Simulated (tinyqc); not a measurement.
From results back to parameters: deformation-potential model of the X valleys of a conduction band.

Problem. A uniaxial tension X1 along [100] acts on valleys along x, y, z, with shifts dE = Xd tr(e) + Xu a.e.a and Boltzmann shares. The ratio of the share of the y valleys to that of the x valleys is given.

s11 = (C11 + C12)/((C11 - C12)(C11 + 2 C12)), s12 = -C12/((C11 - C12)(C11 + 2 C12)), s44 = 1/C44; exx = s11 sxx + s12 (syy + szz) and cyclic, exy = s44 sxy/2; tension is positive. A uniaxial stress X along the unit vector n is s_ij = X n_i n_j. Biaxial (001) means sxx = syy = X.

Constants: kB = 8.617333262e-05 eV/K.

Values chosen for the exercise (near those of GaP; the results hold for these values, not for the real material):
- C11 = 144.3 GPa
- C12 = 61.3 GPa
- C44 = 72.3 GPa
- X1 = 0.8 GPa (size of the stress)
- T = 350 K (temperature)

n_y/n_x = 7.229435

Find: splitting dE_x - dE_y; Xu.

Solution. The splitting is kT ln(n_y/n_x), and it equals Xu (exx - eyy) = Xu (s11 - s12) X1; Xd drops out.

splitting dE_x - dE_y = 59.66 meV
Xu = 6.19 eV

(tinyqc, `OMP_NUM_THREADS=1 python tinyqc.py 1081498 1081499 out.jsonl`, Intel(R) Xeon(R) Processor @ 2.30GHz, 1 thread, shared host, about 0.03 s.)
